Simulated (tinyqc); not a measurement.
# A spin-degenerate level with charging energy between two leads, rate equations: what changes with what

States 0, up, down and 2 with energies 0, e1 - Ez/2, e1 + Ez/2 and 2 e1 + U. mu_L = +V/2, mu_R = -V/2 (meV), f(x) = 1/(1 + exp(x/kB T)). A transition that adds one electron of given spin at the energy E has the rate G f(E - mu) from each lead, and its reverse G [1 - f(E - mu)]. I counts electrons leaving the left lead, times q.

Inputs (values chosen for the exercise): charging energy of the second electron U = 11.5 meV; level e1 = 4.15 meV; tunnel rate to the left lead GL = 0.62 1/ns; tunnel rate to the right lead GR = 0.88 1/ns; temperature T = 13 K; Zeeman splitting Ez = 2.5 meV.

Constants: q = 1.602176634e-19 C, kB = 1.380649e-23 J/K, Vt = kB T/q. Results are converted to the units shown.

Each table varies one quantity; the others keep the values above.

## Current against bias

Transition energies: 0-up e1 - Ez/2, 0-down e1 + Ez/2, up-2 e1 + U + Ez/2, down-2 e1 + U - Ez/2. dp/dt = W p; W_ji is the rate from state i to j, and each column sums to zero. Steady state: W p = 0 with sum p = 1. I = q GL sum over transitions i-j of [fL p_i - (1 - fL) p_j].

Results:
```
V (mV)	I (pA)	I (GL + GR)/(q GL GR)	mean number	p(up) - p(down)
1.15	4.420	0.07584	0.07851	0.0631
5.04	26.58	0.4562	0.1969	0.147
8.93	54.86	0.9413	0.3904	0.216
12.82	72.95	1.252	0.5176	0.116
16.71	80.36	1.379	0.5700	0.0298
20.6	82.40	1.414	0.5844	9.99e-3
24.49	84.10	1.443	0.5965	0.0233
28.38	88.88	1.525	0.6304	0.0696
32.27	98.28	1.686	0.6971	0.0853
36.16	109.6	1.881	0.7776	0.0381
40.05	115.0	1.973	0.8157	8.77e-3
47.83	116.5	1.999	0.8263	2.90e-4
```

Estimate the missing row, V = 43.94 mV.

Computed row:
```
V (mV)	I (pA)	I (GL + GR)/(q GL GR)	mean number	p(up) - p(down)
43.94	116.3	1.995	0.8246	1.63e-3
```

With this row back in the table: The scaled current rises from 0.0758 to 2.00. A transition enters the bias window when V = 2 |E|: at 5.80, 10.8, 28.8, 33.8 mV, each step a few kB T = 1.12 meV wide. With all four transitions inside, the scaled current tends to 2 and the mean number to 2 GL/(GL + GR) = 0.827; the last row has 2.00 and 0.826.

## Effect of unequal tunnel rates

Same model as above.

Here e1 = 2.875 meV, Ez = 0 and V = +/- 17.25 mV, so that only the 0-1 transitions lie in the window.

Effect of unequal tunnel rates:
```
GR (1/ns)	I at +V (pA)	I at -V (pA)	|I(+V)/I(-V)|	(GL + 2 GR)/(2 GL + GR)
0.035	5.4526	-10.024	0.54397	0.54118
0.078	11.753	-19.874	0.59136	0.58877
0.18	25.164	-36.353	0.69221	0.69014
0.39	47.465	-55.197	0.85993	0.85890
0.88	82.261	-73.342	1.1216	1.1226
2	122.18	-85.933	1.4219	1.4259
4.4	154.27	-92.758	1.6632	1.6702
9.8	175.43	-96.268	1.8223	1.8315
```

Read the table: what changes, and by how much?

The ratio of the two currents rises from 0.544 to 1.82 and differs from the last column by at most 0.52 %. An empty dot can be filled with either spin but a filled one empties in one way, so I = 2 q G_in G_out/(2 G_in + G_out): the current is larger when the slower junction is the entrance.

Range of the model: Rate equations need hbar G well below kB T; cotunnelling and the Kondo effect are left out.

Numbers from tinyqc (`OMP_NUM_THREADS=1 python tinyqc.py 2780029 2780030 out.jsonl`; about 0.01 s on one thread of a shared Intel Xeon 2.30GHz).
